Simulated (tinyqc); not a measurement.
Ways to reach one band: three-band (Emery) model of a CuO2 plane downfolded to one band.

Electron picture, d at 0 and the oxygen p orbitals at -D; sx = sin(kx a/2), sy = sin(ky a/2). H = [[0, 2 tpd sx, -2 tpd sy], [., -D, -4 tpp sx sy], [., ., -D]], real and symmetric. The top (antibonding) band crosses the Fermi level.

One-band form E = e0 - 2t (cos kx + cos ky) - 4t' cos kx cos ky - 2t'' (cos 2kx + cos 2ky) - 4t''' (cos 2kx cos ky + cos kx cos 2ky), k in 1/a. Each hopping is minus the mean of E cos(m kx) cos(n ky) over a 12 x 12 mesh, k = (j + 1/2) 2 pi/12.

Values chosen for the exercise (out of a larger set: of the size used for cuprate planes; not measured data): D = 2 eV (ed - ep); tpd = 1.4 eV (d-p hopping); tpp = 0.68 eV (p-p hopping).

e0, t, t', t'', t''' (eV): 2.29958  0.52656  -0.02684  0.05280  0.00072

k in pi/a. Second order: 4 tpd^2 (sx^2 + sy^2)/D. Downfolded at a fixed energy: h(E0) = V (E0 - H_pp)^-1 V^T at E0 = the exact level at (1/2,1/2), then linearised, E = E0 + Z (h(E0) - E0), Z = 1/(1 + |(E0 - H_pp)^-1 V^T|^2). Fourier: all four hoppings.

Top band (eV):
```
k           exact  second order  linearised  Fourier
(0,0)      0.0000        0.0000      0.0000   0.0837
(1/2,0)    1.2181        1.9600      1.1355   1.2494
(1,0)      1.9732        3.9200      1.9538   1.9810
(1,1/2)    3.3652        5.8800      3.2271   3.3498
(1,1)      4.3361        7.8400      3.5588   4.3078
(3/4,3/4)  3.8227        6.6919      3.4527   3.8426
(1/2,1/2)  2.4982        3.9200      2.4982   2.5108
(1/4,1/4)  0.9131        1.1481      0.7930   0.8639
```

What does the comparison show, and why?

The band is 4.336 eV wide; second order gives 7.840, a factor 1.81, since 2 tpd/D = 1.40 is not small. It also leaves out tpp, which widens the exact band and so lowers this factor; with 4 tpp above D an oxygen level passes the d level at (1,1), where the expansion has no meaning. Linearising about the Fermi region is exact at (1/2,1/2), off by 19.4 meV at (1,0) and 777 meV at worst, far from E0. The four Fourier hoppings err by at most 84 meV, at (0,0).

Run: tinyqc, `OMP_NUM_THREADS=1 python tinyqc.py 1480409 1480410 out.jsonl`; Intel(R) Xeon(R) Processor @ 2.30GHz, one thread, shared host; about 0.03 s of CPU time with all checks.
